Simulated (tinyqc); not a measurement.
MOSFET in saturation, small-signal circuit and noise: one step of the calculation.

Bias by the inversion coefficient IC = I/Ispec (charge-based model with velocity saturation; weak inversion below 0.1, strong above 10). Common-source circuit: gm, gds, Cgs, Cgd and Cj at the inner nodes, Rg in series with the gate; quasi-static, no source or drain resistance, no gate-body capacitance, no substrate network, no induced gate noise, so fmax is an upper estimate.

Task. Current gain and unilateral power gain. |h21| = |Y21/Y11|; U = |Y21 - Y12|^2/(4 [Re Y11 Re Y22 - Re Y12 Re Y21]). Extrapolated at 20 dB a decade: f |h21| and f sqrt(U).

Inputs (values chosen for the exercise): signal frequency f = 1 GHz.

Y with Rg (mS):
```
                          1                          2
1  0.000026849+0.030783299i  -0.000009590-0.010995566i
2  1.110474677-0.011964124i   0.111052239+0.025478700i
```

Find: |h21|; U; f |h21|; f sqrt(U).

Result.

|h21| = 36.08
U = 2.262e4
f |h21| = 36.08 GHz
f sqrt(U) = 150.4 GHz

tinyqc, about 0.01 s, one thread, Intel Xeon 2.30GHz (shared host): `OMP_NUM_THREADS=1 python tinyqc.py 2150136 2150137 out.jsonl`
